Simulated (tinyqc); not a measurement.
# AlGaN/GaN HEMT with access regions, lumped model: what changes with what

A polarisation-induced electron sheet under a Schottky gate, in series with two ungated access regions and contacts. Drift law v = mu E/(1 + mu E/vs) under the gate. Currents in mA/mm, resistances in ohm mm. No self-heating, no channel-length modulation; fits for polarisation, barrier and offset are chosen for the exercise.

Parameters, values chosen for the exercise; values close to those of AlGaN/GaN structures: aluminium share of the barrier x = 0.35; barrier thickness d = 15 nm; relative permittivity of barrier and channel eps_r = 9.5; channel mobility mu = 1300 cm^2/(V s); saturation velocity vs = 1.2e7 cm/s; gate length Lg = 0.15 um; source access length Ls = 1.5 um; drain access length Ld = 12 um; resistance of each contact Rc = 0.33 ohm mm; share of the drain-access electrons removed by traps ft = 0; gate voltage Vg = -1 V; critical field Ec = 2.6 MV/cm; depth over which the depleted charge spreads te = 0.49 um; insulator under the field plate tf = 50 nm; relative permittivity of that insulator ei = 7.5.

Constants: q = 1.602176634e-19 C, eps0 = 8.8541878128e-14 F/cm where lengths are in cm. Results are converted to the units shown.

Each table varies one quantity; the others keep the values above.

## Effect of the gate length

sigma = (5e13 x + 1.6e13 x^2) cm^-2, phiB = 0.84 + 1.3 x, dEc = 0.7 (1.71 x + x^2) in volts, Cb = eps0 eps_r/d, VT = phiB - dEc - q sigma/Cb, access density n0 = -Cb VT/q. Access resistance R(L, n) = L/(q mu n sqrt(1 - (I/(q n vs))^2)); Rs = Rc + R(Ls, n0), Rd = Rc + R(Ld, (1 - ft) n0). Vg' = Vg - I Rs, Vd' = Vd - I (Rs + Rd); with u = Vg' - VT, Vc = vs Lg/mu and w the smaller of Vd' and Vc [sqrt(1 + 2 u/Vc) - 1] (0 if negative), the channel gives (mu Cb/Lg)(u w - w^2/2)/(1 + w/Vc). I equals that channel current. Isat is I at Vd = 10 V, gm = dIsat/dVg, Ron the limit of Vd/I at small Vd.

The same in every row: VT (V) = -4.770; n0 (cm^-2) = 1.669e13.

Effect of the gate length:
```
Lg (um)	Ron (ohm mm)	Isat (mA/mm)	gm (mS/mm)
0.05	4.561	1446	388.2
0.09	4.575	1388	382.3
0.16	4.601	1315	374.1
0.29	4.648	1220	361.7
0.52	4.732	1105	344.2
0.93	4.881	968.7	320.0
1.7	5.161	808.2	286.3
3	5.634	647.5	246.4
```

As Lg goes from 0.05 to 3 um, Ron rises from 4.56 to 5.63 ohm mm, Isat falls from 1450 to 648 mA/mm and gm falls from 388 to 246 mS/mm. The ceiling Cb vs is 673 mS/mm. In every row the power passes 5 W/mm, where self-heating, left out here, lowers the current.

## Field plate: effect of the aluminium share of the barrier

Off state: a depleted stretch that holds the voltage V has the peak field sqrt(k V), k = 2 q n0/(eps0 eps_r te), so one edge holds V1 = Ec^2/k. The sheet under the plate pinches off at Vf = q n0 (1/Cb + tf/(eps0 ei)); beyond it the gate edge is screened. BV = V1 if Vf >= V1, else Vf + V1, and at most Ec Ld.

The same in every row: Ec Ld (V) = 3120.

Results:
```
x	Vf (V)	V1 (V)	BV (V)
0.14	6.522	198.9	205.4
0.18	9.837	131.9	141.7
0.22	13.24	97.99	111.2
0.26	16.73	77.54	94.27
0.34	23.98	54.11	78.08
0.38	27.73	46.78	74.51
```

Estimate the missing row, x = 0.3.

Computed row:
```
x	Vf (V)	V1 (V)	BV (V)
0.3	20.31	63.88	84.19
```

With this row back in the table: BV falls from 205 to 74.5 V. The plate helps (Vf < V1) in 7 of the 7 rows, and the access length caps BV in 0. More sheet charge lowers Ron but steepens the field, so V1 falls.

## Effect of the aluminium share of the barrier

Same model as above.

Results:
```
x	VT (V)	n0 (cm^-2)	Ron (ohm mm)	Isat (mA/mm)	gm (mS/mm)
0.17	-1.723	6.032e12	11.69	155.7	259.3
0.22	-2.535	8.874e12	8.098	421.6	312.3
0.27	-3.374	1.181e13	6.236	740.2	343.5
0.37	-5.129	1.795e13	4.320	1481	381.1
0.42	-6.047	2.116e13	3.763	1892	393.7
```

Estimate the missing row, x = 0.32.

Computed row:
```
x	VT (V)	n0 (cm^-2)	Ron (ohm mm)	Isat (mA/mm)	gm (mS/mm)
0.32	-4.238	1.483e13	5.093	1096	365.0
```

With this row back in the table: As x goes from 0.17 to 0.42, Ron falls from 11.7 to 3.76 ohm mm, Isat rises from 156 to 1890 mA/mm and gm rises from 259 to 394 mS/mm. VT falls from -1.72 to -6.05 V. For x = 0.27 to 0.42 the power passes 5 W/mm, where self-heating, left out here, lowers the current.

Numbers from tinyqc (`OMP_NUM_THREADS=1 python tinyqc.py 2570127 2570128 out.jsonl`; about 0.01 s on one thread of a shared Intel Xeon 2.30GHz).
